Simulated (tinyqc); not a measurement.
# One-dimensional ballistic tunnel FET, two-band WKB: effect of temperature

A p-type source for x < 0 with its Fermi level at 0 and its valence edge at ds; in the channel the bands fall as D exp(-x/lam) towards their flat values, with the conduction edge at Ec = ds - dP and D = dP + Eg. The gate moves dP one to one. The drain Fermi level lies at -Vd and the drain side reflects nothing. For w = E - Ec between 0 and dP an electron crosses the gap. Two-band dispersion with equal masses m: inside the gap kappa = sqrt(m u (1 - u/Eg)/C), u the distance from a band edge, C = hbar^2/(2 m0).

S(w) = 2 lam int_0^Eg kappa(u) du/(w + Eg - u) = 2 pi lam sqrt(m/(C Eg)) [w + Eg/2 - sqrt(w (w + Eg))], T(w) = exp(-S). I = g (2 q^2/h) int_0^dP T(w) [f(E) - f(E + Vd)] dw, E = ds - dP + w, f(x) = 1/(1 + exp(x/Vt)). Swing = d(dP)/d(log10 I).

Values chosen for this exercise; band and dielectric values those of a made-up semiconductor:
```
symbol,value,unit,meaning
Eg,1.71,eV,band gap
m,0.082,m0,band-edge mass of the two-band model
lam,2.9,nm,screening length of the source junction
ds,0.13,eV,source valence edge above the source Fermi level
Vd,0.3,V,drain bias
g,2,,number of degenerate subbands (spin apart)
dP,0.1,eV,tunnelling window Ev(source) - Ec(channel)
```

Constants: q = 1.602176634e-19 C, kB = 1.380649e-23 J/K, hbar = 1.054571817e-34 J s, h = 6.62607015e-34 J s, m0 = 9.1093837015e-31 kg, Vt = kB T/q, hbar^2/(2 m0) = 0.0380998212 eV nm^2. Results are converted to the units shown.

Effect of temperature:
```
T (K),I (uA),swing (mV/decade),Vt ln 10 (mV/decade)
77,2.697e-9,15.32,15.28
150,1.221e-7,29.86,29.76
200,4.546e-7,38.35,39.68
250,1.103e-6,44.83,49.61
300,2.077e-6,49.58,59.53
350,3.321e-6,53.05,69.45
400,4.755e-6,55.64,79.37
```

I rises from 2.70e-9 to 4.76e-6 uA, and the swing rises from 15.3 to 55.6 mV/decade, while the thermionic limit rises from 15.3 to 79.4 mV/decade. Gap and mass are held fixed.

Numbers from tinyqc (`OMP_NUM_THREADS=1 python tinyqc.py 2620089 2620090 out.jsonl`; about 0.01 s on one thread of a shared Intel Xeon 2.30GHz).
